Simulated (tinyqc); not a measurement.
Adding salt: a particle near a wafer in liquid: double-layer and van der Waals forces (DLVO), deposition barrier and removal. Computed by tinyqc, a small Python program. Command: `OMP_NUM_THREADS=1 python tinyqc.py 3113407 3113408 out.jsonl dlvo walk`. One thread of a shared host (Intel(R) Xeon(R) Processor @ 2.30GHz), about 0.01 s of CPU time with the checks.

Sphere and flat wall, Derjaguin approximation, constant potentials in the linear-superposition form, no retardation and no hydration force.

Inputs (values chosen for the exercise, of the order of those for silica on copper in water):
```
quantity                            value   unit
particle radius R                      24     nm
Hamaker constant A                  3e-20      J
potential of the particle psi_1       -60     mV
potential of the wafer psi_2          -64     mV
salt concentration c               0.0004  mol/L
valence z of the symmetric salt         2      -
temperature T                         323      K
dielectric constant of the liquid    69.9      -
```

Constants: e = 1.602176634e-19 C; N_A = 6.02214076e+23 1/mol; eps_0 = 8.8541878128e-12 F/m; k_B = 1.380649e-23 J/K; k_B = 8.617333262e-05 eV/K.

Method:
- kappa^2 = 2 z^2 e^2 N_A (1000 c)/(eps eps_0 k_B T); gamma_i = tanh(z e psi_i/(4 k_B T)); Z = 64 pi eps eps_0 (k_B T/(z e))^2 gamma_1 gamma_2.
- The barrier height is zero when U = 0 and F = 0 together: kappa h = 1 and kappa = 6 Z/(e A), e = 2.718282 here; c follows from kappa^2, with the potentials held fixed.
- U(h) = Z R exp(-kappa h) - A R/(6 h); F(h) = -dU/dh = kappa Z R exp(-kappa h) - A R/(6 h^2), positive for repulsion.
- F = 0 reads x^2 exp(-x) = y with x = kappa h and y = A kappa/(6 Z); the left side peaks at x = 2 with 4/e^2 = 0.5413, so roots exist for smaller y: x < 2 is the barrier, x > 2 the secondary minimum.
- kappa scales as sqrt(c); potentials are held fixed. A dash marks rows without a maximum.

critical concentration = 0.0294592 mol/L

kappa = 0.133877 1/nm

Z = 15.6153 pN

Against the concentration:
```
c (mol/L)  Debye length (nm)  barrier at (nm)  barrier (k_B T)  minimum at (nm)  minimum (k_B T)
2.95e-06              86.979           5.4452           73.996       8.9251e+02      -2.7211e-02
2.95e-05              27.505           3.1421           66.402       2.4214e+02      -9.8506e-02
2.95e-04               8.698           1.8568           53.391       6.3227e+01      -3.6705e-01
1.47e-03               3.896           1.3238           39.504       2.3858e+01      -9.4368e-01
5.89e-03               1.947           1.0281           23.383       9.8096e+00      -2.1988e+00
1.47e-02               1.232           0.9079           10.584       5.2167e+00      -3.9399e+00
2.65e-02               0.918           0.8715            1.636       3.3341e+00      -5.8493e+00
4.42e-02               0.711           0.8961           -6.217       2.1197e+00      -8.4391e+00
8.84e-02               0.502                -                -                -                -
```

What follows from these numbers?

At low salt the barrier tends to Z R = 84.0 k_B T; it is half of that between 3.0e-4 and 0.0015 mol/L and changes sign at 0.029 mol/L, while the secondary minimum deepens to -5.8 k_B T at 0.9 of that.

Extremes, crossings and ranges named in words are read from the listed rows.
